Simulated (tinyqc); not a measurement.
From results back to parameters: band-to-band tunnelling across a p-n junction in a two-band chain.

Problem. In a uniform field T = exp(-B/F), B = (pi/4) sqrt(m/c) Eg^(3/2), c = hbar^2/2m0, 1 V/angstrom = 100 MV/cm. m is the band-edge mass, the same for both bands (twice the reduced mass). The ratio below comes from a hidden m.

Constants: hbar^2/2m0 = 3.80998211 eV angstrom^2.

Values chosen for the exercise (out of a larger set: gap and mass near those of InSb; not measured data): Eg = 0.174 eV (gap); F1 = 1.23 MV/cm (first field); F2 = 2.04 MV/cm (second field).

ln(T2/T1) = 0.109539

Find: B; m.

Solution. B is the logarithm over 1/F1 - 1/F2, and m = c (4B/pi)^2/Eg^3 with B in V/angstrom.

B = 0.339 MV/cm
m = 0.0135 m0

tinyqc: `OMP_NUM_THREADS=1 python tinyqc.py 1482885 1482886 out.jsonl`; about 0.01 s, one thread, shared Intel(R) Xeon(R) Processor @ 2.30GHz.
